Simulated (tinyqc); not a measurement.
What moves the results: six-band Luttinger-Kohn model with strain. A value that a table varies takes the place of the one given here.

Six-band Luttinger-Kohn model in the basis |3/2,3/2>, |3/2,1/2>, |3/2,-1/2>, |3/2,-3/2>, |1/2,1/2>, |1/2,-1/2>, electron energies, zero at the top of the unstrained valence band. H = -[rows: (P+Q, -S, R, 0, -S/r2, r2 R); (-S*, P-Q, 0, R, -r2 Q, r32 S); (R*, 0, P-Q, S, r32 S*, r2 Q); (0, R*, S*, P+Q, -r2 R*, -S*/r2); (-S*/r2, -r2 Q, r32 S, -r2 R, P+Dso, 0); (r2 R*, r32 S*, r2 Q, -S/r2, 0, P+Dso)], r2 = sqrt(2), r32 = sqrt(3/2). Levels are twofold.

P = c g1 k^2 - av tr(e); Q = c g2 (kx^2 + ky^2 - 2 kz^2) - (b/2)(exx + eyy - 2 ezz); R = c sqrt3 [-g2 (kx^2 - ky^2) + 2i g3 kx ky] + (sqrt3/2) b (exx - eyy) - i d exy; S = 2 c sqrt3 g3 (kx - i ky) kz - d (exz - i eyz); c = hbar^2/2m0, e the strain tensor (not engineering shear).

s11 = (C11 + C12)/((C11 - C12)(C11 + 2 C12)), s12 = -C12/((C11 - C12)(C11 + 2 C12)), s44 = 1/C44; exx = s11 sxx + s12 (syy + szz) and cyclic, exy = s44 sxy/2; tension is positive. A uniaxial stress X along the unit vector n is s_ij = X n_i n_j.

Constants: hbar^2/2m0 = 3.80998211 eV angstrom^2.

Values chosen for the exercise (near those of Ge; shifted at random, so the results belong to these values and not to a real crystal): Dso = 0.293 eV (spin-orbit splitting); g1 = 13.36 (Luttinger gamma1); g2 = 4.25 (gamma2); g3 = 5.7 (gamma3); av = 1.25 eV (valence hydrostatic potential); b = -2.53 eV (tetragonal shear potential); d = -5.29 eV (trigonal shear potential); C11 = 128.6 GPa; C12 = 48.2 GPa; C44 = 66.1 GPa; load = uniaxial [111] (kind of stress); X1 = 1.9 GPa (size of the stress); E_h = 60 meV (hole energy below the top); X = -1.27 GPa (stress).

## Sweep of a uniaxial [111] stress

Edges at k = 0 and curvature masses of the top pair along [100] and [001] (step 0.0002 1/angstrom); at zero stress the top is fourfold and has no single curvature.

Edges and masses:
```
X (GPa)  top (eV)  second (eV)  third (eV)  splitting (meV)  m [100]  m [001]
-1.50      0.0335      -0.0430     -0.3085             76.5    0.075    0.075
-1.00      0.0209      -0.0287     -0.3019             49.5    0.075    0.075
-0.50      0.0096      -0.0143     -0.2967             24.0    0.075    0.075
0.00       0.0000       0.0000     -0.2930              0.0        -        -
0.50       0.0143      -0.0078     -0.2912             22.2    0.075    0.075
1.00       0.0287      -0.0136     -0.2913             42.3    0.075    0.075
1.50       0.0430      -0.0173     -0.2937             60.3    0.075    0.075
```

The splitting reaches 76.5 meV under compression and 60.3 meV under the same tension; linear shear terms alone would make the two equal, and the difference comes from the coupling to the split-off band. At the ends of the sweep the top pair has a mass along [100] of 0.075 under compression and 0.075 under tension, nearly the same; along [001] it has 0.075 and 0.075. The top edge itself moves by +33 and +43 meV.

## Which stress helps holes along [110]

Each load has size X1 (biaxial: sxx = syy); masses are curvatures of the top pair at k = 0.

Results:
```
load                         splitting (meV)  top edge (meV)  m [110]  m [001]
uniaxial [110], compression            108.7            50.5    0.034    0.152
uniaxial [110], tension                 80.5            59.6    0.310    0.050
uniaxial [100], compression            138.8            68.5    0.060    0.149
uniaxial [100], tension                 92.1            70.3    0.089    0.057
uniaxial [111], compression             98.9            44.4    0.046    0.075
uniaxial [111], tension                 73.2            54.5    0.131    0.075
biaxial (001), compression              92.1            38.7    0.057    0.206
biaxial (001), tension                 138.8           100.1    0.149    0.038
```

The lightest mass along [110] (0.034) comes with uniaxial [110], compression. The largest splitting (138.8 meV) comes with uniaxial [100], compression; biaxial (001), tension. The heaviest mass along [001] (0.206), which lowers the confinement energy in a (001) channel, comes with biaxial (001), compression. The splitting per GPa follows b (s11 - s12) for loads along cube axes and d s44 for [111]: here 2 |b| (s11 - s12) = 62.9 and |d| s44/sqrt3 = 46.2 meV per GPa in the limit of large Dso; where the splitting nears Dso, mixing with the split-off band makes it depend on the sign of the load.

## Warping of the constant-energy contours (six-band Luttinger-Kohn model)

No strain (e = 0). In the plane kz = 0, |k| where the top and second pairs lie E_h below the top, against the angle from [100]; m = c k^2/E_h.

Contours:
```
angle (degrees)  k top (1/angstrom)  k second (1/angstrom)  m top (m0)  m second (m0)
0                            0.0569                 0.0279       0.206          0.049
9                            0.0584                 0.0277       0.217          0.049
18                           0.0630                 0.0275       0.252          0.048
27                           0.0711                 0.0272       0.321          0.047
36                           0.0823                 0.0269       0.430          0.046
45                           0.0896                 0.0269       0.510          0.046
```

The heavy contour reaches 1.574 times as far along [110] as along [100], the light one 0.964 times. The warping follows g3 - g2 = 1.45 and would vanish for g2 = g3. Along [100] the heavy mass is 1/(g1 - 2 g2) = 0.206 at any energy, while the light one is 0.0493, against 1/(g1 + 2 g2) = 0.0457 at the edge, for E_h/Dso = 0.20.

## What each parameter does

Edges at k = 0 under a uniaxial [111] stress X and the curvature mass of the top pair along [100] (step 0.0002 1/angstrom). Each row changes one parameter from the base and keeps the others.

Results:
```
case              top (eV)  second (eV)  third (eV)  mass (m0)
base                0.0275      -0.0364     -0.3053      0.075
X = -1.016 GPa      0.0213      -0.0291     -0.3021      0.075
g2 = 5.1            0.0275      -0.0364     -0.3053      0.075
g1 = 16.032         0.0275      -0.0364     -0.3053      0.062
b = -3.036 eV       0.0275      -0.0364     -0.3053      0.075
g3 = 6.84           0.0275      -0.0364     -0.3053      0.075
C12 = 38.56 GPa     0.0269      -0.0371     -0.3060      0.075
C11 = 154.32 GPa    0.0283      -0.0357     -0.3046      0.075
```

The largest shifts from the base row, up to three for each result and ties (the steps differ in size, so this ranks the rows, not the parameters). top (eV): X -0.0063, C11 +0.0007, C12 -0.0007; unchanged at the printed digits by g2, g1, b and g3. second (eV): X +0.0073, C11 +0.0007, C12 -0.0007; unchanged at the printed digits by g2, g1, b and g3. third (eV): X +0.0032, C11 +0.0007, C12 -0.0007; unchanged at the printed digits by g2, g1, b and g3. mass (m0): g1 -0.012; unchanged at the printed digits by X, g2, b, g3, C12 and C11. The Luttinger parameters multiply k^2 and cannot move the edges; av shifts all edges alike and leaves the mass.

(tinyqc, `OMP_NUM_THREADS=1 python tinyqc.py 1080457 1080458 out.jsonl`, Intel(R) Xeon(R) Processor @ 2.30GHz, 1 thread, shared host, about 0.08 s.)
